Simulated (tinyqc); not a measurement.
Electroplating on a thin resistive seed layer: kinetics, Wagner number and the terminal effect across a wafer: one step, computed by the program tinyqc. Command: `OMP_NUM_THREADS=1 python tinyqc.py 3120397 3120398 out.jsonl terminal walk`. One thread of a shared host (Intel(R) Xeon(R) Processor @ 2.30GHz), about 0.02 s of CPU time with the checks.

Current enters the seed at the rim. The bath is treated as a local resistance per area (no lateral flow in the liquid), two electrons per ion, molar volume 7.11 cm^3/mol, Faraday constant F = e N_A, kinematic viscosity 0.01 cm^2/s, omega = 2 pi x rpm/60; k_B T/e is in volts.

Question. Linear estimate of the terminal effect. Linearised: with R_t = kinetic + bath resistance the current density obeys (1/r)(r i')' = i R_s/R_t, so i = A I_0(r/l), l = sqrt(R_t/R_s); with x = R/l, edge/centre = I_0(x) and edge/mean = x I_0(x)/(2 I_1(x)). Voltage drop in the seed for a uniform current: i R_s R^2/4.

Inputs (values chosen for the exercise, of the order of those for copper plating on a thin cobalt or ruthenium seed): wafer radius R = 15 cm; mean current density = 15 mA/cm^2; temperature T = 298 K.

kinetic resistance = 2.194842 ohm cm^2

bath resistance R_b = 31.57895 ohm cm^2

sheet resistance R_s = 1.846154 ohm/square

Give: length l; x = R/l; edge over centre, linear; edge over mean, linear; drop for uniform current.

Answer.

length l = 4.277 cm

x = R/l = 3.507

edge over centre, linear = 7.422

edge over mean, linear = 2.084

drop for uniform current = 1558 mV
